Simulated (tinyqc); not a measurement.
From results back to parameters: effective mass of the light-hole band from tabulated energies. Four cases, with inputs chosen for the exercise.

Problem. A band follows E (1 + alpha E) = c k^2/m, c = hbar^2/2m0. Its energies at two wave vectors are given.

Constants: hbar^2/2m0 = 3.80998211 eV angstrom^2.

Case 1.

Values chosen (out of a larger set: band of an eight-band Kane model near GaSb; not measured data): k12 = (0.0186, 0.0496) 1/angstrom (two wave vectors).

energies (meV): 28.84861  167.96490

Case 2.

Values chosen (out of a larger set: band of an eight-band Kane model near GaAs; not measured data): k12 = (0.0111, 0.0296) 1/angstrom (two wave vectors).

energies (meV): 5.96399  39.73202

Case 3.

Values chosen (out of a larger set: band of an eight-band Kane model near GaAs; not measured data): k12 = (0.0207, 0.0552) 1/angstrom (two wave vectors).

energies (meV): 17.67557  108.90733

Case 4.

Values chosen (out of a larger set: band of an eight-band Kane model near Ge; not measured data): k12 = (0.0096, 0.0256) 1/angstrom (two wave vectors).

energies (meV): 7.56984  49.28588

Find: y = c k^2/E; m; alpha.
Solution. y = m + m alpha E is a straight line through the two points.

Case 1.

y = c k^2/E (m0): 0.04569  0.05580
m = 0.0436 m0
alpha = 1.67 1/eV

Case 2.

y = c k^2/E (m0): 0.07871  0.08402
m = 0.0778 m0
alpha = 2.02 1/eV

Case 3.

y = c k^2/E (m0): 0.09236  0.10660
m = 0.0896 m0
alpha = 1.74 1/eV

Case 4.

y = c k^2/E (m0): 0.04639  0.05066
m = 0.0456 m0
alpha = 2.25 1/eV

Computed by tinyqc, one run a case: `OMP_NUM_THREADS=1 python tinyqc.py N N+1 out.jsonl` with N = 1881042, 1881114, 1881170, 1881197; one thread of a shared Intel(R) Xeon(R) Processor @ 2.30GHz, about 0.01 s a run at most.
